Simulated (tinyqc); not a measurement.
Compensation sets the slope of the freeze-out: donors with valley-orbit split 1s states.

Each donor binds at most one electron, in any of its states. For a site s, W_s = sum over its states of g exp(E/kT), and the ionised share is 1/(1 + W_s exp(eta)), eta = (EF - Ec)/kT; n = Nc F_1/2(eta); neutrality n + NA = ND x (mean ionised share); holes are neglected. Nc from N = 2 (m kB T/(4 pi c))^(3/2) with c = hbar^2/2m0, in 1/angstrom^3; times 1e24 for 1/cm^3, m = md. F_j(eta) = (1/Gamma(j + 1)) integral_0^infinity x^j dx/(1 + exp(x - eta)), which tends to exp(eta) for eta << 0.

Constants: hbar^2/2m0 = 3.80998211 eV angstrom^2; kB = 8.617333262e-05 eV/K.

Parameters, chosen for this exercise (near those of Sb in Si; the results hold for these values, not for the real material):
- md = 1.077 m0 (density-of-states mass of the conduction band)
- E = (42.1, 32.6, 29.9) meV (binding energies of 1s(A1), 1s(T2), 1s(E))
- g = (2, 6, 4) (their degeneracies with spin)
- ND = 1.5e+17 1/cm^3 (donors)

NA = K ND. The slope energy is -d ln(n T^(-p))/d(1/kT) between 30 and 36 K, with p = 3/4 for K = 0 and p = 3/2 otherwise.

Results:

| K | n(30 K) (1/cm^3) | n(36 K) (1/cm^3) | slope energy (meV) |
|---|---|---|---|
| 0 | 7.17e+13 | 3.07e+14 | 20.45 |
| 0.0010 | 2.88e+13 | 2.41e+14 | 28.76 |
| 0.010 | 3.39e+12 | 6.01e+13 | 40.35 |
| 0.050 | 6.52e+11 | 1.20e+13 | 40.91 |
| 0.20 | 1.37e+11 | 2.52e+12 | 40.93 |
| 0.50 | 3.43e+10 | 6.31e+11 | 40.93 |

What can be read from this table?

Without acceptors the slope is 20.45 meV, against half the ground-state energy, 21.05; with K = 0.05 it is 40.91 meV, against the full 42.1. The full energy (less a few meV where excited levels lie within a few kT) shows where n is far below NA, since the acceptors then hold EF near the donor level: n(36 K)/NA is 1.6 for K = 0.001 and 0.0016 for K = 0.05; for K = 0.001 the sample is still in or near the uncompensated regime, where p = 3/2 is the wrong power, so that slope means little.

Program tinyqc; command `OMP_NUM_THREADS=1 python tinyqc.py 1651125 1651126 out.jsonl`; about 0.01 s on one thread of a shared Intel(R) Xeon(R) Processor @ 2.30GHz.
